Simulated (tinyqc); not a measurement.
What the s* orbital does: sp3s* tight binding.

sp3s* tight binding, nearest neighbours only: anion (a) at 0, cation (c) at a/4 (1,1,1), orbitals s, px, py, pz, s* on each; k in units of 2 pi/a. With phases e_j = exp(i (pi/2) k.n_j) for n = (1,1,1), (1,-1,-1), (-1,1,-1), (-1,-1,1): g0 = (e1+e2+e3+e4)/4, g1 = (e1+e2-e3-e4)/4, g2 = (e1-e2+e3-e4)/4, g3 = (e1-e2-e3+e4)/4. The diagonal holds the levels Esa, Epa, Exa (s*) and Esc, Epc, Exc. Anion-cation block: <sa|sc> = Vss g0; <sa|xc> = Vsapc g1; <xa|sc> = -Vscpa g1; <xa|xc> = Vxx g0; <xa|yc> = <ya|xc> = Vxy g3, <xa|zc> = <za|xc> = Vxy g2, <ya|zc> = <za|yc> = Vxy g1; <s*a|xc> = Vxapc g1; <xa|s*c> = -Vpaxc g1; y and z take g2 and g3 in place of g1; s-s* and s*-s* vanish.

Values chosen for the exercise (near a published set for InAs, fitted to gaps, whose masses and valley positions are rough; the results hold for these values, not for the real material):
- Esa = -9.55 eV (s level of the anion)
- Epa = 0.902 eV (p level of the anion)
- Esc = -2.719 eV (s level of the cation)
- Epc = 3.757 eV (p level of the cation)
- Exa = 7.433 eV (s* level of the anion)
- Exc = 6.748 eV (s* level of the cation)
- Vss = -5.658 eV (s-s)
- Vxx = 1.86 eV (px-px)
- Vxy = 4.466 eV (px-py)
- Vsapc = 2.995 eV (s anion, p cation)
- Vscpa = 5.416 eV (s cation, p anion)
- Vxapc = 3.351 eV (s* anion, p cation)
- Vpaxc = 3.884 eV (p anion, s* cation)

The s* couplings Vxapc and Vpaxc are scaled by f; f = 0 is the plain sp3 model. Gaps from the top of the valence band at Gamma; the Delta value is the minimum on (x,0,0), 0.5 <= x <= 1.

Gaps (eV):

| f | Gamma | Delta | L | x of the minimum |
|---|---|---|---|---|
| 0.00 | 0.4896 | 3.3100 | 2.2683 | 0.500 |
| 0.25 | 0.4896 | 3.2400 | 2.1993 | 0.500 |
| 0.50 | 0.4896 | 3.0485 | 2.0081 | 0.500 |
| 0.75 | 0.4896 | 2.7756 | 1.7301 | 0.500 |
| 0.90 | 0.4896 | 2.5891 | 1.5371 | 0.500 |
| 1.10 | 0.4896 | 2.0366 | 1.2627 | 1.000 |

Give the missing row, f = 1.00.

Computed row:
```
f      Gamma   Delta       L  x of the minimum
1.00  0.4896  2.3328  1.4017             1.000
```

The gap at Gamma stays, since g1 to g3 vanish there. From f = 0 to 1 the s* levels lower the Delta value by 0.977 eV and L by 0.867 eV. For f = 0, 0.25, 0.5, 0.75 and 0.9 the least value lies at x = 0.5, the end of the range: any valley further out lies above that value until s* has lowered it enough. The lowest of the three is Gamma at both f = 0 and f = 1.

Run: tinyqc, `OMP_NUM_THREADS=1 python tinyqc.py 1450643 1450644 out.jsonl`; Intel(R) Xeon(R) Processor @ 2.30GHz, one thread, shared host; about 0.06 s of CPU time with all checks.
